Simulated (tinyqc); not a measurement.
# FinFET, parasitic resistance, capacitance and delay: effect of the relative permittivity of the spacer

Nf fins under one contact; each has gated perimeter p = 2 Hf + Wf and cross-section A = Hf Wf; contact width Wc = Nf pf, stack height Hs = Hf. Contact length Lc = CPP - Lg - 2 Lsp, shared by two neighbouring gates. Source and drain sides are equal. The formulas are first-order estimates, not field solutions.

Epitaxy sheet resistance Rsh = re/te, transfer length LT = sqrt(rc/Rsh), contact Rc = [sqrt(rc Rsh)/Wc] coth(Lc/(2 LT)); extension of one fin Rx = rx Lsp/A. With N fins: gate Cg = Cinv p N Lg; per side, plate Cp = ks eps0 [Wc (Hs + Hc) - N A]/Lsp, top fringe Cf = (2/pi) ks eps0 Wc ln(1 + Lg/(2 Lsp)), overlap Co = Cinv p N Lov. One fin: I = p Q vx u/(1 + |u|^1.8)^(1/1.8), Q = Cinv n Vt ln(1 + exp((Vg' - VT + dl Vd')/(n Vt))), u = Vd' mu/(vx Lg), Vg' = Vgs - v, Vd' = Vds - 2 v, with the drop on each side v = Rc (sum of I) + Rx I. Ieff = [I(Vgs = Vdd, Vds = Vdd/2) + I(Vdd/2, Vdd)]/2, total currents. With Cs = Cp + Cf + Co, the load of an inverter of two such devices driving an equal one is CL = 2 (Cg + 2 Cs) + 4 Cs + Cw (own drains counted twice for the Miller effect); delay CL Vdd/(2 Ieff).

Inputs (values chosen for the exercise); values close to those of silicon logic devices:
```
symbol    value        unit                                  meaning
T           300           K                              temperature
Nf            3                                       number of fins
Hf           55          nm                               fin height
Wf            5          nm                                fin width
pf           27          nm                                fin pitch
CPP          70          nm                     contacted gate pitch
Lg           20          nm                              gate length
Lsp           4          nm                            spacer length
Hc           15          nm      gate height above the channel stack
rc       2.4e-9    ohm cm^2                      contact resistivity
re      0.00021      ohm cm  resistivity of the source-drain epitaxy
te           25          nm    current-carrying depth of the epitaxy
rx      0.00054      ohm cm             resistivity of the extension
Lov         1.5          nm                             gate overlap
Cinv        3.2     uF/cm^2                    inversion capacitance
vx        1.5e7        cm/s                       injection velocity
mu          140  cm^2/(V s)                        apparent mobility
VT         0.28           V          threshold at zero drain voltage
dl         0.03         V/V                         barrier lowering
n          1.16                                  subthreshold factor
Cw         0.36          fF                                wire load
Vdd         0.8           V                           supply voltage
```

Constants: q = 1.602176634e-19 C, kB = 1.380649e-23 J/K, eps0 = 8.8541878128e-12 F/m, Vt = kB T/q. Results are converted to the units shown.

The same in every row: Rc (ohm) = 148.3; Rx/N (ohm) = 26.18; Ieff (uA) = 340.2.

Effect of the relative permittivity of the spacer:
```
ks   CL (aF)  delay (ps)
1       1024       1.204
2       1115       1.311
3       1205       1.417
4       1296       1.523
5.5     1431       1.682
7       1567       1.842
```

As ks goes from 1 to 7, Ieff stays at 340 uA, CL rises from 1020 to 1570 aF and the delay rises from 1.20 to 1.84 ps.

Computed by the program tinyqc: `OMP_NUM_THREADS=1 python tinyqc.py 2170025 2170026 out.jsonl`, one thread of a shared Intel Xeon 2.30GHz, about 0.03 s for the whole run.
